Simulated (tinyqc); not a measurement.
Inside a calculation: shallow donor in effective-mass theory, with valley-orbit splitting. Values are carried at full precision from step to step, so a last printed digit may differ when a step is redone from the rounded ones.

Constants: Ry = 13.60569312 eV; a0 (Bohr radius) = 0.5291772105 angstrom; hbar^2/2m0 = 3.80998211 eV angstrom^2; e^2/(4 pi eps0) = 14.39964547 eV angstrom.

Values chosen for the exercise (near those of a group-V donor in Si; not measured data): ml = 0.911 m0 (longitudinal mass); mt = 0.193 m0 (transverse mass); eps = 11.8 (dielectric constant); a = 23 angstrom (trial radius across the axis); b = 12.8 angstrom (trial radius along the axis); E0 = -29.4 meV (single-valley level); D0 = 2.45 meV (central-cell shift); D1 = 2.13 meV (coupling of perpendicular valleys); D2 = 0.89 meV (coupling of opposite valleys); Ds = 11.4 meV (strain splitting: z valleys less the others).

## Hydrogen-like estimates

Ry* = Ry m/eps^2 and a* = a0 eps/m for four choices of one mass: mt, the conductivity mass 3/(1/ml + 2/mt), the density-of-states mass (ml mt^2)^(1/3), and ml.

Estimates:
```
mass               m (m0)  Ry* (meV)  a* (angstrom)
mt                 0.1930      18.86          32.35
conductivity       0.2618      25.58          23.85
density of states  0.3238      31.63          19.29
ml                 0.9110      89.02           6.85
```

## Energy of one trial function

One valley: H = -c [(d2/dx2 + d2/dy2)/mt + (d2/dz2)/ml] - q/(eps r), c = hbar^2/2m0, q = e^2/(4 pi eps0). Trial function exp(-sqrt((x^2 + y^2)/a^2 + z^2/b^2)) with a > b: T = (c/3)(2/(mt a^2) + 1/(ml b^2)), V = -(q/eps) atan(u/b)/u, u = sqrt(a^2 - b^2). The central cell of the impurity is left out.

Evaluate T, V and E. Scaling both radii by f changes T to T/f^2 and V to V/f, so the best factor is f = -2T/V, with energy -V^2/(4T).

T = 33.387 meV
V = -62.621 meV
E = -29.234 meV
best scale factor = 1.0663
energy after scaling = -29.363 meV

The virial ratio -V/T is 1.876; it is 2 at the best scale. Scaling gains 0.129 meV.

## Scan over the shape

For each ratio b/a = 0.2, 0.3, ..., 0.9 the best scale follows from a = -2 T1/V1, with T1 and V1 taken at a = 1 angstrom.

Scan:
```
b/a  a (angstrom)  b (angstrom)  E (meV)
0.2         56.30         11.26  -15.148
0.3         35.38         10.61  -22.890
0.4         28.34         11.34  -27.231
0.5         25.40         12.70  -29.052
0.6         24.08         14.45  -29.366
0.7         23.55         16.49  -28.854
0.8         23.44         18.75  -27.918
0.9         23.57         21.21  -26.784
```

The best listed ratio is 0.6; (mt/ml)^(1/2) = 0.46 and (mt/ml)^(1/3) = 0.60 are common guesses.

## The minimum

Minimise over a and b. The Mott estimate n_c = (0.25/a_m)^3 uses a_m = (a^2 b)^(1/3); 1/angstrom^3 = 1e24/cm^3.

a = 24.28 angstrom
b = 14.05 angstrom
E = -29.387 meV
a_m = 20.23 angstrom
n_c = 1.89 x 1e18/cm^3

b/a = 0.578. The binding energy is 1.558 times Ry*(mt). The central cell of a real donor shrinks the orbit and raises n_c (3.7 x 1e18/cm^3 for P in Si).

## The valley-orbit matrix

Basis: the 1s envelopes of the valleys +x, -x, +y, -y, +z, -z. Diagonal E0 - D0, element -D2 between opposite valleys and -D1 between perpendicular ones. Strain along [001] adds 2 Ds/3 to the z valleys and -Ds/3 to the others.

Fill it in with the strain.

H (meV), lower triangle:
```
         +x       -x       +y       -y       +z       -z
+x  -35.650
-x   -0.890  -35.650
+y   -2.130   -2.130  -35.650
-y   -2.130   -2.130   -0.890  -35.650
+z   -2.130   -2.130   -2.130   -2.130  -24.250
-z   -2.130   -2.130   -2.130   -2.130   -0.890  -24.250
```

## Levels and ground state

Diagonalise. For the lowest state give the amplitudes (positive) and (sum of amplitudes)^2/6, the contact density relative to no strain.

levels (meV): -42.849  -34.760  -34.760  -32.280  -23.360  -23.091

amplitudes: +x 0.4734, -x 0.4734, +y 0.4734, -y 0.4734, +z 0.2277, -z 0.2277

relative contact density = 0.9196

The z valleys hold 10.4 % of the ground state, against 33.3 % without strain.

## Checks

- Energy from 21 anisotropic Gaussians against the two-parameter function, meV: -29.42 against -29.39.
- Unstrained levels against E0 - D0 - 4 D1 - D2 (A1), E0 - D0 + D2 (T2, threefold) and E0 - D0 + 2 D1 - D2 (E, twofold): they agree to 1e-10 or better.

Run: tinyqc, `OMP_NUM_THREADS=1 python tinyqc.py 1280907 1280908 out.jsonl`; Intel(R) Xeon(R) Processor @ 2.30GHz, one thread, shared host; about 0.01 s of CPU time with all checks.
